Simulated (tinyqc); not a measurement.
# Changing the anneal temperature

Model: implant damage, amorphisation by cascade overlap, and solid-phase epitaxial regrowth. Computed by tinyqc, a small Python program. Command: `OMP_NUM_THREADS=1 python tinyqc.py 3112354 3112355 out.jsonl sper sweep`. One thread of a shared host (Intel(R) Xeon(R) Processor @ 2.30GHz), about 0.01 s of CPU time with the checks.

Range and width of the damage are inputs. Dynamic annealing enters only through the surviving share f.

Inputs (values chosen for the exercise, modelled on antimony ions in germanium): atomic density N = 44.2 1/nm^3; ion Z1 = 51; ion mass M1 = 121.8 u; target Z2 = 32; target mass M2 = 72.63 u; ion energy E = 93 keV; displacement energy E_d = 17 eV; depth of the damage peak R_d = 28 nm; width of the damage profile s_d = 15 nm; share of defects that survive f = 0.36; critical displaced share x_c = 0.096; dose Q = 2.3e+15 1/cm^2; regrowth prefactor v0 = 3e+16 nm/s; regrowth energy E_a = 2.15 eV; rate relative to (100) = 0.04; peak enhancement by the dopant = 6.3.

Constants: a_0 = 0.529177210903 angstrom; e^2/(4 pi eps_0) = 14.39964548 eV angstrom; k_B = 8.617333262e-05 eV/K.

Method:
- Robinson partition: eps = E a M2/(Z1 Z2 (e^2/(4 pi eps_0)) (M1 + M2)), a = 0.8853 a_0/sqrt(Z1^(2/3) + Z2^(2/3)); k = 0.0793 Z1^(2/3) Z2^(1/2) (M1 + M2)^(3/2)/((Z1^(2/3) + Z2^(2/3))^(3/4) M1^(3/2) M2^(1/2)); damage energy T_d = E/(1 + k (eps + 0.40244 eps^(3/4) + 3.4008 eps^(1/6))); displacements nu = 0.8 T_d/(2 E_d).
- Displaced share x(z) = f nu Q exp(-(z - R_d)^2/(2 s_d^2))/(sqrt(2 pi) s_d N); the layer is amorphous where x > x_c, between R_d -/+ s_d sqrt(2 ln(x_max/x_c)), the upper edge being cut at the surface. Threshold dose Q_c = Q x_c/x_max.
- v = v0 x orientation factor x exp(-E_a/(k_B T)) x [1 + (enhancement - 1) exp(-(z - R_d)^2/(2 s_d^2))], T = anneal temperature + 273.15 K; the dopant is taken to follow the damage profile; the lower front moves from the lower edge z2 to the surface, or to the middle (z1 + z2)/2 of a buried layer with upper edge z1; time = int dz/v; the equivalent undoped distance is that time times the undoped velocity.

One run for each value:
```
anneal temperature (C)  undoped velocity (nm/s)  time with enhancement (s)  time without enhancement (s)
377                                   2.588e-02                  1.059e+03                     2.805e+03
407                                   1.406e-01                  1.949e+02                     5.163e+02
437                                   6.624e-01                  4.138e+01                     1.096e+02
467                                   2.751e+00                  9.962e+00                     2.639e+01
497                                   1.023e+01                  2.680e+00                     7.098e+00
557                                   1.063e+02                  2.577e-01                     6.828e-01
587                                   3.033e+02                  9.035e-02                     2.394e-01
617                                   8.063e+02                  3.399e-02                     9.005e-02
647                                   2.011e+03                  1.363e-02                     3.611e-02
```

Give the missing row, anneal temperature (C) = 527.

Computed row:
```
anneal temperature (C)  undoped velocity (nm/s)  time with enhancement (s)  time without enhancement (s)
527                                   3.446e+01                  7.954e-01                     2.107e+00
```

Interpolating between the two neighbouring rows (linearly) misses by up to 85 %. Over the rows, undoped velocity (nm/s) rises from 0.0259 to 2010; time with enhancement (s) falls from 1060 to 0.0136; time without enhancement (s) falls from 2810 to 0.0361.

Caution (all rows): regrowth on (111) is not only slow but leaves twins, which a single velocity does not describe.
